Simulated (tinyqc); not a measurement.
Recursion (Haydock) method for the local density of states: impurity site of a cubic lattice: one step. The coefficients.

One orbital a site at energy 0, hopping -t to the 6 nearest neighbours of a cubic lattice; the start u0 is a site in the bulk, with energy V. Recursion: a_n = <u_n|H|u_n>, b_(n+1) u_(n+1) = (H - a_n) u_n - b_n u_(n-1), b > 0. G(z) = 1/(z - a0 - b1^2/(z - a1 - b2^2/(...))), z = E + i eta. After n levels the tail is b_n^2 T with the square-root terminator T = (z - sqrt(z - 2b) sqrt(z + 2b))/(2 b^2), b = 3t so that the band edges lie at -/+ 6t.

Values chosen for the exercise: t = 1.25 eV (hopping); V = 3.1 eV (shift of the starting site); n = 5 (levels kept).

Problem. Carry the recursion for n levels; the lattice is large enough that no wall is met.

Give: Coefficients.

Solution.

Coefficients:
```
n  a_n (eV)  b_(n+1) (eV)  b_(n+1)^2/t^2
0    3.1000       3.06186         6.0000
1    0.0000       3.75000         9.0000
2    0.0000       3.84148         9.4444
3    0.0000       3.65624         8.5556
4    0.0000       3.81138         9.2970
```

b1^2/t^2 = 6 counts the neighbours of the start. Only a0 = V differs from zero: u_n lies on one sublattice and is orthogonal to the start. The b_n tend to a quarter of the band width, 3.750 eV.

tinyqc: `OMP_NUM_THREADS=1 python tinyqc.py 1480999 1481000 out.jsonl`; about 0.08 s, one thread, shared Intel(R) Xeon(R) Processor @ 2.30GHz.
